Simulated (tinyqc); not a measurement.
# A chain with uneven site energies and dephasing by Buettiker voltage probes: resistance against length

Sites 1 to 4 form a chain with hopping -t. Lead L joins site 1 and lead R site 4, both semi-infinite chains with hopping -t and site energy 0. Every site carries a probe with self-energy -i Gamma_p/2 that draws no net current. Linear response at zero temperature: mu_L = 1, mu_R = 0 in units of the bias.

Sigma = t^2 g(E), g(x) = (x - i sqrt(4 t^2 - x^2))/(2 t^2) for |x| < 2 t and (x - sign(x) sqrt(x^2 - 4 t^2))/(2 t^2) otherwise; Gamma = -2 Im Sigma; G = (E - H - Sigma_L - Sigma_R + i Gamma_p/2)^(-1). With Gamma the broadening by one lead, T_RL = Gamma^2 |G_(last,1)|^2, T_pL = Gamma Gamma_p |G_(p,1)|^2, T_pR = Gamma Gamma_p |G_(p,last)|^2, T_pq = Gamma_p^2 |G_(p,q)|^2 for p != q. No current into probe p: W mu = T_pL with W_pp = T_pL + T_pR + sum_q T_pq and W_pq = -T_pq. Then T_eff = T_RL + sum_p T_pR mu_p, and the resistance is (h/2q^2)/T_eff. Without probes means Gamma_p = 0. The list U is repeated k times, each site with its probe.

Inputs (values chosen for the exercise):
- t = 1 eV (hopping (matrix element -t))
- U = [1.09, 0.92, 0.89, 0.4] eV (site energies 1 to N)
- E = -0.95 eV (Fermi energy)
- gp = 0.83 eV (probe broadening Gamma_p)

Constants: q = 1.602176634e-19 C, h = 6.62607015e-34 J s. Results are converted to the units shown.

Result of one run:
```
sites	T without probes	T_eff	resistance (kohm)
8	0.3673	0.1618	79.79
```

Which number of repeats k gave this result: 2, 3, 6, 12 or 16?

k = 2.

The whole series:
```
k	sites	T without probes	T_eff	resistance (kohm)
1	4	0.3755	0.2489	51.86
2	8	0.3673	0.1618	79.79
3	12	0.9979	0.1190	108.4
4	16	0.3843	0.09410	137.2
6	24	0.9917	0.06632	194.6
8	32	0.3529	0.05120	252.1
12	48	0.9676	0.03517	367.0
16	64	0.4271	0.02678	481.9
```

The resistance rises from 51.9 to 482 kohm, by 7.18 kohm a site between k = 8 and 12 and 7.18 between 12 and 16: Ohm's law, R = R0 + rho N with the extrapolated intercept R0 = 22.3 kohm (h/2q^2 = 12.91 kohm). The intercept differs from h/2q^2, since the ends of the chain scatter differently from its bulk, so no mean free path is read from it.

tinyqc, about 0.01 s, one thread, Intel Xeon 2.30GHz (shared host): `OMP_NUM_THREADS=1 python tinyqc.py 2700104 2700105 out.jsonl`
